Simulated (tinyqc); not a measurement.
Where the wafer is too thin: surface photovoltage measurement of the minority-carrier diffusion length in a wafer. Computed by tinyqc, a small Python program. Command: `OMP_NUM_THREADS=1 python tinyqc.py 3130480 3130481 out.jsonl spv walk`. One thread of a shared host (Intel(R) Xeon(R) Processor @ 2.30GHz), about 0.01 s of CPU time with the checks.

Low injection, steady light, a depletion layer much thinner than 1/alpha and L. The excess density dn is taken at the front edge of the neutral region; light that reaches the back is lost.

Inputs (values chosen for the exercise, modelled on p-type silicon at room temperature):

| quantity | value | unit |
|---|---|---|
| wafer thickness W | 725 | micrometre |
| diffusivity D | 27.1 | cm^2/s |
| front recombination velocity S_f | 2900 | cm/s |
| back recombination velocity S_b | 140000 | cm/s |
| photon flux entering | 2.4e+13 | 1/(cm^2 s) |

Method:
- alpha = (84.732/lambda - 76.417)^2 per cm with lambda in micrometre (an empirical fit for silicon between 0.7 and 1.05 micrometre).
- Thick wafer: dn = Phi L/((S_f + D/L)(L + 1/alpha)). Finite wafer, with s = S_b L/D, w = W/L, a = alpha L: dn = [Phi a/(a^2 - 1)] [a - B - exp(-alpha W)(a - s)/(cosh w + s sinh w)]/(S_f + B D/L), B = (sinh w + s cosh w)/(cosh w + s sinh w).
- Readings y = (Phi/dn) (1 + noise x g) at 780, 830, 880, 920, 950, 975 and 995 nm; a least-squares line y = c (1/alpha + L_app) gives L_app = intercept/slope.
- No noise; L is varied at fixed W, and the last two columns set S_b to 0 and to 1e7 cm/s.

Apparent length (micrometre):

| L | W/L | given S_b | S_b = 0 | S_b = 1e7 |
|---|---|---|---|---|
| 36.2 | 20.028 | 36.20 | 36 | 36.20 |
| 72.5 | 10.000 | 72.50 | 73 | 72.50 |
| 145.0 | 5.000 | 144.88 | 145 | 144.88 |
| 218.0 | 3.326 | 215.86 | 220 | 215.82 |
| 362.0 | 2.003 | 334.70 | 390 | 334.43 |
| 580.0 | 1.250 | 445.49 | 746 | 444.72 |
| 942.0 | 0.770 | 523.41 | 1634 | 522.11 |
| 1520.0 | 0.477 | 562.56 | 3724 | 560.94 |
| 2900.0 | 0.250 | 582.74 | 10444 | 580.93 |

With a fast back surface L_app levels off, at 581 micrometre in the last row; with a passive one it reaches up to 3.60 times L among these rows and is 10400 in the last. All three columns are within 5 % of L down to W/L = 3.3.

Extremes, crossings and ranges named in words are read from the listed rows.
